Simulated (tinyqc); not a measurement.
MOS capacitor with interface traps: C-V stretch-out, conductance peak and subthreshold swing: one step, computed by the program tinyqc.

Energies at the interface are counted from the valence band. psi > 0 means bending towards depletion, so the surface potential is +psi. Boltzmann statistics, full ionisation, no quantum confinement. Traps are neutral when filled up to E_n, with a sharp (zero-temperature) occupation.

Question. Charges at the given band bending. With u = psi/k_B T and r = (n_i/N)^2: F = sqrt(exp(-u) + u - 1 + r (exp(u) - u - 1)); Q_s = -sign(u) sqrt(2) eps_s eps_0 (k_B T/e) F/L_D; C_s = (eps_s eps_0/(sqrt(2) L_D)) |1 - exp(-u) + r (exp(u) - 1)|/F; at high frequency, below strong inversion, the terms in r are dropped. D(E) = D_0 + D_1 exp(-(E - E_p)^2/2 w^2). E_F at the interface is E_s = E_F + psi; Q_it = -e int from E_n to E_s of D(E) dE; C_it = e D(E_s) (per volt); V_G = phi_ms + psi - (Q_s + Q_it + e N_f)/C_ox.

Inputs (values chosen for the exercise, modelled on InP, with an insulator like Al2O3):
```
quantity                               value         unit
dielectric constant eps_s               12.2            -
doping N                             6.4e+17        cm^-3
work-function difference phi_ms          0.6            V
fixed charge N_f                    -1.2e+11        cm^-2
trap density D_0                     1.8e+11  cm^-2 eV^-1
neutrality level E_n                    0.64           eV
band bending towards depletion psi      0.31            V
temperature T                            350            K
peak density D_1                     3.8e+11  cm^-2 eV^-1
peak width w                           0.091           eV
peak position E_p                      0.413           eV
```

Substrate: p-type. Trap spectrum: flat plus a Gaussian peak.

k_B T = 0.03016067 eV

n_i = 4.403949e+08 cm^-3

Debye length L_D = 5.636760 nm

bulk E_F = 0.09511999 eV

C_ox = 0.2411464 microF/cm^2

Constants: eps_0 = 8.8541878128e-12 F/m; e = 1.602176634e-19 C.

Give: E_s; Q_s; C_s; C_s at high frequency; D(E_s); Q_it; C_it; gate voltage V_G.

Answer.

E_s = 0.4051 eV

Q_s = -0.2490 microC/cm^2

C_s = 0.4449 microF/cm^2

C_s at high frequency = 0.4449 microF/cm^2

D(E_s) = 5.586e+11 cm^-2 eV^-1

Q_it = 0.01411 microC/cm^2

C_it = 0.08949 microF/cm^2

gate voltage V_G = 1.964 V

The traps hold positive charge because E_s lies below E_n.
